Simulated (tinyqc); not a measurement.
# MOSFET in the linear regime without short-channel effects, parameter extraction from computed curves: extraction methods against the temperature

Inversion charge Q = Cox n Vt W0(exp((Vg - VT)/(n Vt))), W0 the Lambert function and n = nf; u = Q/Cox; mobility mu = mu0/(1 + th1 u + th2 u^2); channel resistance Rch = (L - dL)/(W mu Q); Id = Vd/(Rch + Rsd/W). Cox = eps0 eox/tox. Small Vd, no channel-length or drain effects.

From the continuous curve Id(Vg): tangent at peak gm (V_ext = Vg - Id/gm); constant current Id = 0.1 uA W/L; peak of d2Id/dVg2; Y = Id/sqrt(gm) drawn through Vg = VT + 0.6 and VT + 0.8 V, with intercept VT_Y and slope s. Mobilities gm,max L/(W Cox Vd) and s^2 L/(W Cox Vd) with the drawn L. Last column: share of Rsd/W in the total resistance at VT + 0.8 V.

Inputs (values chosen for the exercise); channel values of the order met in silicon transistors:
- eox = 3.9 (relative permittivity of the gate insulator (close to silicon dioxide))
- tox = 1.5 nm (insulator thickness)
- mu0 = 320 cm^2/(V s) (low-field mobility)
- th1 = 0.43 1/V (first mobility attenuation factor)
- th2 = 0 1/V^2 (second mobility attenuation factor)
- VT = 0.35 V (threshold voltage)
- nf = 1.19 (body factor)
- W = 10 um (gate width)
- L = 0.067 um (drawn gate length)
- dL = 0.016 um (drawn less effective length)
- Rsd = 570 ohm um (source plus drain resistance)
- Vd = 0.01 V (drain voltage)

Constants: q = 1.602176634e-19 C, kB = 1.380649e-23 J/K, Vt = kB T/q, eps0 = 8.8541878128e-14 F/cm where lengths are in cm. Results are converted to the units shown.

Result of one run:
columns A: V_ext (V); B: constant current (V); C: second derivative (V); D: VT_Y (V); E: mobility from gm (cm^2/(V s)); F: mobility from Y (cm^2/(V s)); G: series share (%)
```
A          B      C      D    E    F     G
0.303  0.331  0.318  0.395  132  381  81.6
```

Which temperature T gave this result: 150, 220, 300, 370 or 450 K?

T = 300 K.

The whole series:
columns A: T (K); B: V_ext (V); C: constant current (V); D: second derivative (V); E: VT_Y (V); F: mobility from gm (cm^2/(V s)); G: mobility from Y (cm^2/(V s)); H: series share (%)
```
A        B      C      D      E    F    G     H
77   0.345  0.364  0.346  0.373  219  411  82.6
110  0.340  0.361  0.343  0.379  196  406  82.4
150  0.333  0.357  0.339  0.384  176  401  82.2
220  0.320  0.346  0.330  0.390  151  392  81.9
300  0.303  0.331  0.318  0.395  132  381  81.6
370  0.287  0.316  0.306  0.396  119  372  81.4
450  0.267  0.297  0.292  0.396  108  361  81.2
```

The model has VT = 0.35 V and mu0 = 320 cm^2/(V s). Over the table the extracted thresholds move by 77 mV (tangent), 68 mV (constant current), 54 mV (second derivative), 23 mV (Y function). The mobility from gm falls from 219 to 108 and that from Y falls from 411 to 361 cm^2/(V s).

Numbers from tinyqc (`OMP_NUM_THREADS=1 python tinyqc.py 2210076 2210077 out.jsonl`; about 0.01 s on one thread of a shared Intel Xeon 2.30GHz).
